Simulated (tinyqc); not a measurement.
## Gap and screening length from two transmissions

Inverse problem. At the source junction of a tunnel FET, T(w) = exp(-S), S = 2 pi lam sqrt(m/(C Eg)) [w + Eg/2 - sqrt(w (w + Eg))], C = hbar^2/(2 m0). Find Eg (between 0.1 and 3 eV) and lam.

Inputs (values chosen for the exercise):
```
symbol  value  unit                               meaning
m        0.04    m0  band-edge mass of the two-band model
```

Constants: q = 1.602176634e-19 C, hbar = 1.054571817e-34 J s, m0 = 9.1093837015e-31 kg, hbar^2/(2 m0) = 0.0380998212 eV nm^2. Results are converted to the units shown.

T(w) at w = 0.06 and 0.48 eV: [0.029903494, 0.25613294]

Answer. The ratio of the two exponents depends on Eg alone and falls steadily with it, which fixes Eg; either exponent then gives lam.

ratio of the two S = 2.577
Eg = 0.6710 eV
lam = 2.400 nm

tinyqc, about 0.01 s, one thread, Intel Xeon 2.30GHz (shared host): `OMP_NUM_THREADS=1 python tinyqc.py 2620091 2620092 out.jsonl`
